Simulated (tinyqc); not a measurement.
# Self-heating of a transistor with one or more fingers, with temperature-dependent conductivity, step by step

A worked calculation. Computed by tinyqc, a small Python program that keeps every step. Command: `OMP_NUM_THREADS=1 python tinyqc.py 3020624 3020625 out.jsonl selfheat walk`. One thread of a shared host (Intel(R) Xeon(R) Processor @ 2.30GHz), about 0.08 s of CPU time with the checks. Intermediate numbers are printed to about 6 digits and carried at full precision; extremes and crossings named in words are read from the listed rows.

N long parallel fingers lie on the top face of a slab whose bottom is held at T_0; the top is otherwise insulated, and heat flows in two dimensions. P in W/mm is 1000 P in W/m.

Inputs (values chosen for the exercise, modelled on indium phosphide):
```
quantity                                      value           unit
conductivity at the base temperature kappa_0     71        W/(m K)
exponent m in kappa ~ T^-m                     1.56              -
base temperature T_0                            300              K
power per gate width P                            2           W/mm
fingers N                                         4              -
finger pitch s                                   10     micrometre
width of the heat source w                     0.75     micrometre
substrate thickness t                           240     micrometre
phonon free path Lambda                          81             nm
heat capacity C                                 1.5  1e6 J/(m^3 K)
pulse length                                    190    microsecond
```

Power: fixed power.

## Geometry factors

A line source of power P on the top face raises the top at distance x by (P/(pi kappa_0)) g(x), g(x) = -ln tanh(pi x/(4 t)) (the image sum for the slab). On a strip of width w the centre sees the mean of g over the strip, g_0 = 1 + ln(8 t/(pi w)) for w much below t.

own factor g_0 = 7.70303

g(j s), j = 1..7: 3.41998  2.72790  2.32421  2.03901  1.81905  1.64060  1.49099

## Linear temperature rise of each finger

theta_i = (P/(pi kappa_0)) [g_0 + sum over j != i of g(|i - j| s)], with equal powers and constant conductivity; thermal resistance = largest theta/P.

theta of each finger (K): 145.034  154.859  154.859  145.034

largest theta = 154.859 K

thermal resistance = 77.4295 K mm/W

The neighbours supply 55 % of the rise of the hottest finger, which runs 9.8 K above the outer ones.

## Correction for the falling conductivity

Kirchhoff transformation for kappa = kappa_0 (T/T_0)^-m: T = T_0 [1 - (m - 1) theta/T_0]^(-1/(m - 1)), where theta is the linear rise. The bracket vanishes at the power P T_0/((m - 1) theta).

peak temperature = 551.717 K

true rise = 251.717 K

true rise / linear rise = 1.62546

power at which the formula diverges = 6.91874 W/mm

The falling conductivity adds 62.5 % to the rise.

## Extra rise from ballistic phonons

Near a source smaller than the free path, Fourier's law overstates the flow. Rough estimate: a strip that emits phonons into a half space adds a resistance times area of 4 Lambda/(3 kappa_0), from the ballistic flux C v Delta T/4 with kappa_0 = C v Lambda/3, so Delta T_b = 4 Lambda P/(3 kappa_0 w); Knudsen number Lambda/w.

Knudsen number = 0.108

ballistic rise Delta T_b = 4.05634 K

Delta T_b / largest theta = 0.0261938

By this estimate the ballistic term is at most a fifth of the Fourier rise.

## Rise at the end of a pulse

After switching on, theta(tau) = (P D/kappa_0) int_0^tau X(u) Z(u) du at the hottest finger, D = kappa_0/C; X = sum over fingers at distance x of [erf((x + w/2)/r) - erf((x - w/2)/r)]/(2 w), Z = sum_(j=-200..200) (-1)^j exp(-(2 j t/r)^2)/sqrt(pi D u), r = 2 sqrt(D u); trapezoid rule on 300 points evenly spaced in ln u from u_0 = 1e-3 min(tau, w^2/D) to tau, plus the exact piece 2 sqrt(u_0/(pi D))/w below u_0. Conductivity and power are held at their base values here, and Fourier's law is used even where the diffusion length is near a phonon free path.

diffusivity D = 47.3333 micrometre^2/microsecond

diffusion length sqrt(D tau) = 94.8332 micrometre

linear rise after the pulse = 127.45 K

share of the steady rise = 0.823

## Rise against time

The formulas are those given above.

Heating curve:
```
time (microsecond)  sqrt(D time) (micrometre)  rise (K)  share of the steady rise
0.0012                               0.238328    9.3763                   0.06055
0.012                                0.753658    18.944                    0.1223
0.12                                  2.38328    29.206                    0.1886
1.2                                   7.53658    45.547                    0.2941
12                                    23.8328    79.001                    0.5102
61                                    53.7339    107.24                    0.6925
240                                   106.583     131.6                    0.8498
730                                   185.885    148.74                    0.9605
1800                                  291.890    154.37                    0.9968
```

Half the steady rise is reached between 1.2 and 12 microseconds, and the last row holds 99.7 % of it; the slowest time constant is 4 t^2/(pi^2 D) = 493 microseconds. While the diffusion length lies between w and the pitch or thickness, the rise grows as the logarithm of time; once it nears the pitch of 10 micrometre the neighbours add their heat.

Checks made by the program: g(s) against the alternating image sum (relative difference 4e-07); Kirchhoff integral of kappa/kappa_0 from T_0 to T (relative difference below 1e-10); long-time limit against the steady rise (relative difference 1e-05).
